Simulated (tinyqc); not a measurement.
UHF in the sto-3g basis, for H3, spin multiplicity 2, step by step. This run ends on a higher stationary point, not on the lowest solution. One step of it, computed by the program tinyqc.

Task: Iteration 3: DIIS coefficients. Solve [B -1; -1 0][c; lambda] = [0; -1] for the coefficients, which sum to one.

B (overlaps of the stored error matrices), lower triangle:
```
               1              2              3
1  1.5895883e-02
2  6.0603806e-03  2.3106467e-03
3  2.4665922e-07  1.9390587e-07  1.2485830e-07
```

Give: DIIS coefficients.

Result:

DIIS coefficients: 0.390  -1.022  1.632
